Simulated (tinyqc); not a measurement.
Hot carriers by balance equations with a heated Maxwellian: one step, computed by the program tinyqc. Command: `OMP_NUM_THREADS=1 python tinyqc.py 3015690 3015691 out.jsonl hot walk`. One thread of a shared host (Intel(R) Xeon(R) Processor @ 2.30GHz), about 0.02 s of CPU time with the checks.

The carriers follow a Maxwellian at an electron temperature T_e, slightly displaced; the drift energy is neglected against k_B T_e. The balance averages the rate, not the time, so mu_0 lies below the relaxation-time value.

Task: First iteration. Parabolic band: E = hbar^2 k^2/(2 m), speed v = hbar k/m, states per spin, volume and energy g(E) = m k/(2 pi^2 hbar^2). Masses are multiplied by m_0 and all formulas are in SI units. Phonon occupation N_q = 1/(exp(hbar w/(k_B T)) - 1). Acoustic deformation potential (elastic, equipartition, absorption and emission together): 1/tau = 2 pi k_B T D_A^2 g(E)/(hbar rho v_l^2). Optical or intervalley deformation potential: 1/tau = (pi Z_f D_o^2/(rho w)) [N_q g(E + hbar w) + (N_q + 1) g(E - hbar w)], with g = 0 below the band edge. Averages over the Maxwellian, <y> = int y x^(1/2) exp(-x) dx / int x^(1/2) exp(-x) dx with x = E/(k_B T_e), split at x_0 = hbar w/(k_B T_e): 64 Gauss-Legendre points in sqrt(x) below it and 128 in sqrt(x - x_0) above it, up to x = 32. Momentum balance: mu(T_e) = e/(m nu), nu = <x (sum of rates)>/<x>. Power lost per carrier: P(T_e) = hbar w <emission rate - absorption rate> + <(2 m v_l^2/(k_B T)) (E - 2 k_B T) acoustic rate>. Fixed point: T_out = T + (T_e - T) e mu(T_e) F^2/P(T_e), T_new = T_e + mixing (T_out - T_e). Start at T_e = 1.5 T.

Inputs (values chosen for the exercise, for a model non-polar semiconductor):
```
quantity                                          value       unit
effective mass m                                  0.565        m_0
density rho                                        3360     kg/m^3
sound velocity v_l                                10600        m/s
acoustic deformation potential D_A                  9.3         eV
phonon energy hbar w                               49.5        meV
optical or intervalley deformation potential D_o    3.6  1e8 eV/cm
final valleys Z_f                                     3          -
lattice temperature T                               350          K
electric field F                                     52      kV/cm
mixing                                              0.4          -
```

Band: parabolic. Solver: damped fixed point.

Constants: k_B = 8.617333262e-05 eV/K; k_B = 1.380649e-23 J/K; e = 1.602176634e-19 C; hbar = 1.054571817e-34 J s; m_0 = 9.1093837015e-31 kg; hbar = 6.582119569e-16 eV s.

Give: mu at the start; P at the start; new T_e.

Result:

mu at the start = 348.9 cm^2/(V s)

P at the start = 3.510e+10 eV/s

new T_e = 2336 K
